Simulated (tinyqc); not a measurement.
Millisecond and nanosecond annealing: surface heating, thermal budget and solid-phase regrowth: one step, computed by the program tinyqc. Command: `OMP_NUM_THREADS=1 python tinyqc.py 3028774 3028775 out.jsonl flash walk`. One thread of a shared host (Intel(R) Xeon(R) Processor @ 2.30GHz), about 0.01 s of CPU time with the checks.

A square pulse heats the surface of a thick wafer with constant thermal properties; losses by radiation are neglected and silicon melts at 1414 C.

Task: Thermal budget. Absorbed flux q = (1 - R) fluence/t_p; kappa = k/c. With f(z, t) = (2 q/k) sqrt(kappa t) ierfc(z/(2 sqrt(kappa t))), ierfc(x) = exp(-x^2)/sqrt(pi) - x erfc(x): T = T0 + f(z, t) during the pulse and T0 + f(z, t) - f(z, t - t_p) after it. Temperatures in kelvin are T(C) + 273.15. Integrate exp(-E/(k_B T(t))) at the surface from 0 to 10 t_p (Gauss-Legendre, 60 points in sqrt(t) up to t_p and 60 in sqrt(t - t_p) after it). (Dt) = D0 x integral with E; regrowth = v0 x integral with E_v; effective time = integral/exp(-E/(k_B T_peak)).

Inputs (values chosen for the exercise, modelled on hot silicon with phosphorus):
```
quantity                      value        unit
incident fluence               36.2      J/cm^2
pulse length t_p             0.0028           s
reflectance R                  0.55           -
thermal conductivity k         0.25    W/(cm K)
heat capacity per volume c     2.31  J/(cm^3 K)
preheat temperature T0          800           C
dopant prefactor D0            4.34      cm^2/s
dopant activation energy E     3.68          eV
regrowth prefactor v0       4.5e+08        cm/s
regrowth energy E_v            2.68          eV
amorphous layer                 6.1          nm
```

Source: flash lamp.

peak temperature = 1257.110 C

Constants: k_B = 8.617333262e-05 eV/K.

Give: budget (Dt); diffusion length 2 sqrt(Dt); effective time over t_p; possible regrowth.

Result:

budget (Dt) = 2.216e-15 cm^2

diffusion length 2 sqrt(Dt) = 0.9415 nm

effective time over t_p = 0.2403

possible regrowth = 6663 nm

Caution: equilibrium diffusivities are used; implant damage enhances diffusion, and k and c vary with temperature. Caution: the peak lies above 1150 C, and amorphous silicon melts some 200 to 250 K below the crystal, so a layer that has not regrown before the peak may melt instead. Caution: at this preheat temperature the layer would already regrow within five seconds or less before the pulse.
